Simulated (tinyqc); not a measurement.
Jacobi rotations on a symmetric matrix, step by step. One step of it, computed by the program tinyqc.

Task: Jacobi rotation 1. Take the largest off-diagonal element A_pq; tan 2 theta = 2 A_pq / (A_qq - A_pp) with |theta| <= pi/4; A' = J^T A J with J_pp = J_qq = cos, J_pq = sin, J_qp = -sin.

A:
```
[[0.052000, -0.413000, 1.172000, 0.066000],
 [-0.413000, 0.080000, -1.267000, 0.038000],
 [1.172000, -1.267000, 0.688000, -0.515000],
 [0.066000, 0.038000, -0.515000, 0.932000]]
```

Give: p, q, theta; A'.

Result:

p, q, theta (rad): [2.0000, 3.0000, -0.6677]

A':
```
[[0.0520, 0.4013, 1.1761, 0.0660],
 [0.4013, -0.9190, 0.0000, -0.2890],
 [1.1761, 0.0000, 1.6870, -0.4279],
 [0.0660, -0.2890, -0.4279, 0.9320]]
```
